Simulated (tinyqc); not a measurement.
Energy against coordination: Gupta-type many-body potential for a metal. Computed by tinyqc, a small Python program. Command: `OMP_NUM_THREADS=1 python tinyqc.py 3031519 3031520 out.jsonl gupta walk`. One thread of a shared host (Intel(R) Xeon(R) Processor @ 2.30GHz), about 0.02 s of CPU time with the checks.

E_i = sum_j A exp(-p (r_ij/r0 - 1)) - xi rho_i^gamma, with rho_i = sum_j exp(-2 q (r_ij/r0 - 1)); gamma = 1/2 is the tight-binding second-moment form. The crystal is fcc unless stated; d is the neighbour distance and a fixed number of shells is kept.

Inputs (values chosen for the exercise, modelled on lead):
```
quantity                   value      unit
repulsion A               0.0947        eV
hopping xi                 0.881        eV
decay p                     9.55         -
decay q                     3.71         -
reference distance r0      3.501  angstrom
embedding exponent gamma     0.5         -
```

Method. Nearest neighbours only, z equal bonds relaxed to their best length: r/r0 = 1 + ln[A p z^(1 - gamma)/(2 q gamma xi)]/(p - 2 q gamma), E = z A exp(-p (r/r0 - 1)) - xi [z exp(-2 q (r/r0 - 1))]^gamma.

Relaxed bonds:
```
z   r (angstrom)  E per atom (eV)  E/z (eV)
1         2.7308          -1.2186   -1.2186
2         2.9385          -1.3828   -0.6914
3         3.0601          -1.4889   -0.4963
4         3.1463          -1.5691   -0.3923
6         3.2678          -1.6896   -0.2816
8         3.3541          -1.7806   -0.2226
9         3.3894          -1.8192   -0.2021
12        3.4756          -1.9172   -0.1598
```

Bonds lengthen from 2.731 to 3.476 angstrom between z = 1 and 12, and |E| grows as z^0.182, the exponent gamma (p - 2q)/(p - 2 q gamma) = 0.182; pair bonds would give z^1 at a fixed length.

Extremes, crossings and ranges named in words are read from the listed rows.
